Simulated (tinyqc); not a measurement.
## Reflectance at normal incidence against thickness

Normal incidence on air, film (n1) and substrate (N2 = n2 - i k2): r01 = (1 - n1)/(1 + n1), r12 = (n1 - N2)/(n1 + N2), amplitude (r01 + r12 X)/(1 + r01 r12 X), X = exp(-4 pi i n1 d/lam), R its squared modulus, phase from 0 to 360 degrees.

Parameters, values chosen for the exercise:
- lam = 632.8 nm (wavelength)
- n1 = 1.453 (index of the transparent film)
- n2 = 3.882 (index of the substrate)
- k2 = 0.019 (extinction coefficient of the substrate)

Results:
```
d (nm)	R (%)	phase of the reflected amplitude (degrees)
0	34.850	179.85
28	31.805	149.73
55	23.711	115.88
110	8.7431	356.28
138	14.489	285.26
165	24.636	240.57
192	32.325	207.42
220	34.828	177.49
```

Estimate the missing row, d = 82 nm.

Computed row:
```
d (nm)	R (%)	phase of the reflected amplitude (degrees)
82	13.630	69.496
```

With this row back in the table: R goes from 34.9 through a minimum of 8.74 (at d = 110 nm among the rows listed) to 34.8 %. At a quarter wave, d = 109 nm, R = 8.73 %; for a transparent substrate it would vanish for n1 = sqrt(n2) = 1.97.

Program tinyqc, `OMP_NUM_THREADS=1 python tinyqc.py 2870168 2870169 out.jsonl`; Intel Xeon 2.30GHz, shared host, one thread, about 0.01 s.
